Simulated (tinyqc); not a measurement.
Several materials: averaged masses of warped heavy- and light-hole bands.

Four-band hole energies E = c k^2 f(u), c = hbar^2/2m0, f = g1 -/+ 2 sqrt(g2^2 + 3 (g3^2 - g2^2) s), s = ux^2 uy^2 + uy^2 uz^2 + uz^2 ux^2 for the unit vector u; minus for heavy, plus for light holes; the mass along u is 1/f.

Grid: n x n midpoints in cos(theta) from 0 to 1 and phi from 0 to pi/2, equal weights. m_d = <f^(-3/2)>^(2/3). Conductivity mass for one scattering time: 1/m_c = <|w|^2 f^(-5/2)>/<f^(-3/2)> with w = grad_k(k^2 f)/(2 k), that is |w|^2 = f^2 + |angular gradient of f|^2/4.

The inputs are values chosen for the exercise; n = 40; delta = (g3 - g2)/g1.

Results:
```
case,g1,g2,g3,m_d heavy,m_c heavy,m_d light,delta
A near GaAs,7.00,2.07,2.95,0.616,0.477,0.0818,0.126
B near GaP,4.04,0.49,1.25,0.508,0.446,0.1665,0.188
C near AlAs,3.74,0.83,1.42,0.802,0.658,0.1629,0.158
D near Si,4.28,0.34,1.44,0.517,0.413,0.1554,0.257
E near GaSb,13.48,4.69,6.01,0.444,0.331,0.0409,0.098
F near InP,5.05,1.61,2.10,0.861,0.724,0.1127,0.097
```

Heavy masses span a factor of 1.9 and light ones 4.1: the coupling to the conduction band adds to g1, 2 g2 and 2 g3 alike, so it cancels for heavy holes and doubles for light ones. The ratio m_c/m_d of the heavy holes is lowest for E (0.74); delta is largest for D; the heavy band feels the warping rather through (g3 - g2)/(g1 - 2 g3), which runs from 0.49 to 0.90 here and is 0.90 for the case with the lowest ratio.

Program tinyqc; command `OMP_NUM_THREADS=1 python tinyqc.py 1050114 1050115 out.jsonl`; about 0.02 s on one thread of a shared Intel(R) Xeon(R) Processor @ 2.30GHz.
